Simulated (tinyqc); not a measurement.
What moves the results: optical gain and spontaneous emission in a bulk direct-gap semiconductor. A value that a table varies takes the place of the one given here.

Parabolic bands, vertical transitions, no excitons. For each hole band j: mr = me mj/(me + mj); joint density of states J_j(E) = (mr/c)^(3/2) sqrt(E - Eg)/(2 pi^2), both spins, c = hbar^2/2m0; averaged matrix element |e.p|^2 = m0 Ep/6; alpha_j(E) = 4 pi^2 alpha_f c Ep J_j/(3 nr E) in 1/angstrom (alpha_f the fine-structure constant, listed as alpha among the constants), times 1e8 for 1/cm.

F_j(eta) = (1/Gamma(j + 1)) integral_0^infinity x^j dx/(1 + exp(x - eta)), which tends to exp(eta) for eta << 0.

Quasi-Fermi levels: n = Nc F_1/2(Fc/kT) and p = Nv F_1/2(Fv/kT), Fc counted up from the conduction edge and Fv down from the valence edge; Nc, Nv from N = 2 (m kB T/(4 pi c))^(3/2) with c = hbar^2/2m0, in 1/angstrom^3; times 1e24 for 1/cm^3, with me and (mhh^(3/2) + mlh^(3/2))^(2/3).

For band j the electron sits at Ee = (E - Eg) mr/me above its edge and the hole at Eh = (E - Eg) mr/mj; fe = 1/(1 + exp((Ee - Fc)/kT)), fh = 1/(1 + exp((Eh - Fv)/kT)); gain g = sum_j alpha_j (fe + fh - 1).

Spontaneous rate: R = integral of (nr E/(hbar c))^2/(pi^2 hbar) sum_j alpha_j fe fh dE, with alpha in 1/cm and (nr E/(hbar c))^2 in 1/cm^2 (1e16 per 1/angstrom^2); B = R/(n p); lifetime n/R.

Constants: hbar^2/2m0 = 3.80998211 eV angstrom^2; fine-structure constant alpha = 0.007297352564; kB = 8.617333262e-05 eV/K; hbar = 6.58211957e-16 eV s; hbar c = 1973.269805 eV angstrom.

Inputs chosen for the exercise (near those of GaN; shifted at random, so the results belong to these values and not to a real crystal): Eg = 3.52 eV (direct gap); me = 0.2064 m0 (electron mass); mhh = 1.46 m0 (heavy-hole mass); mlh = 0.2939 m0 (light-hole mass); Ep = 17.4 eV (Kane energy); nr = 2.62 (refractive index); T = 400 K; n = 2.9e+19 1/cm^3 (injected density, n = p).

## Peak gain against injection

The peak is the largest g over E; a dash marks no gain.

Gain:
```
n (1/cm^3)  Fc (eV)  Fv (eV)  peak gain (1/cm)  peak E - Eg (eV)  B (cm^3/s)
5.0e+18      0.0276  -0.0922                 -                 -    3.58e-11
8.0e+18      0.0534  -0.0755                 -                 -    3.36e-11
1.2e+19      0.0799  -0.0609               174            0.0067    3.11e-11
1.4e+19      0.0914  -0.0552               444            0.0131    3.00e-11
1.8e+19      0.1121  -0.0459              1053            0.0254    2.81e-11
2.3e+19      0.1353  -0.0367              1820            0.0395    2.60e-11
3.0e+19      0.1644  -0.0264              2825            0.0574    2.37e-11
4.0e+19      0.2017  -0.0148              4099            0.0794    2.11e-11
```

transparency density (Fc + Fv = 0) = 1.00e+19 1/cm^3

How do the results move?

Gain starts at 1.00e+19 1/cm^3, where Fc = -Fv = 0.0675 eV: with Nv/Nc = 21 the electrons must be degenerate before the holes are. The slope of peak gain against n is 1.35e-16 cm^2 between the first two rows with gain and 1.27e-16 between the last two; the peak moves from 0.0067 to 0.0794 eV above the gap as the bands fill, and B falls by a factor 1.70. Line broadening and gap shrinkage are left out.

## Gain spectrum

At the density n.

Spectrum:
```
E - Eg (eV)  alpha, empty (1/cm)  fe, heavy  fh, heavy  g (1/cm)
0.005                       3955      0.989      0.305      1154
0.010                       5586      0.988      0.302      1584
0.020                       7877      0.984      0.294      2107
0.030                       9620      0.980      0.287      2415
0.045                      11733      0.971      0.276      2647
0.060                      13491      0.958      0.265      2678
0.080                      15491      0.932      0.251      2444
0.100                      17224      0.892      0.238      1871
0.130                      19477      0.794      0.219       207
0.170                      22031      0.582      0.196     -3875
0.220                      24728      0.281      0.169    -11030
```

Fc + Fv = 0.1327 eV

How do the results move?

g is positive below E - Eg = 0.1327 eV; the largest value listed is 2678 1/cm at 0.060 eV. At 0.220 eV above the gap g is -0.45 times the absorption of the empty crystal, whose limit is -1.

## Transparency density and B against temperature

Eg is held fixed; B is taken at n = 1e15 1/cm^3.

Results:
```
T (K)  transparency density (1/cm^3)  Fc/kT there  B (cm^3/s)
100                         1.25e+18        1.958    3.19e-10
150                         2.30e+18        1.958    1.74e-10
200                         3.54e+18        1.958    1.13e-10
250                         4.94e+18        1.958    8.10e-11
300                         6.50e+18        1.958    6.18e-11
350                         8.19e+18        1.958    4.91e-11
400                         1.00e+19        1.958    4.03e-11
500                         1.40e+19        1.958    2.89e-11
```

What can be read from the table?

Fc/kT at transparency stays at 1.958, since it depends on Nv/Nc alone, so the density goes as T^1.50. B goes as T^-1.49, against T^-1.5 for non-degenerate carriers: hot carriers spread over k and fewer pairs share a wave vector.

## What moves transparency and gain

Transparency is Fc + Fv = 0; the peak is the largest g over E at the density n (0 if none). Each row changes one parameter from the base and keeps the others.

Results:
```
case                 transparency density (1/cm^3)  Fc + Fv (eV)  peak gain (1/cm)
base                                      1.00e+19        0.1327              2687
me = 0.2374 m0                            1.14e+19        0.1098              2745
mhh = 0.876 m0                            7.80e+18        0.1605              4399
Ep = 19.1 eV                              1.00e+19        0.1327              2950
T = 440 K                                 1.15e+19        0.1224              2238
n = 3.77e+19 1/cm^3                       1.00e+19        0.1762              3822
nr = 2.75                                 1.00e+19        0.1327              2560
```

What does this show?

The largest shifts from the base row, up to three for each result and ties (the steps differ in size, so this ranks the rows, not the parameters). transparency density (1/cm^3): mhh -2.21e+18, T +1.54e+18, me +1.44e+18; unchanged at the printed digits by Ep, n and nr. Fc + Fv (eV): n +0.0435, mhh +0.0278, me -0.0229; unchanged at the printed digits by Ep and nr. peak gain (1/cm): mhh +1711, n +1134, T -449.

Program tinyqc; command `OMP_NUM_THREADS=1 python tinyqc.py 1650026 1650027 out.jsonl`; about 0.09 s on one thread of a shared Intel(R) Xeon(R) Processor @ 2.30GHz.
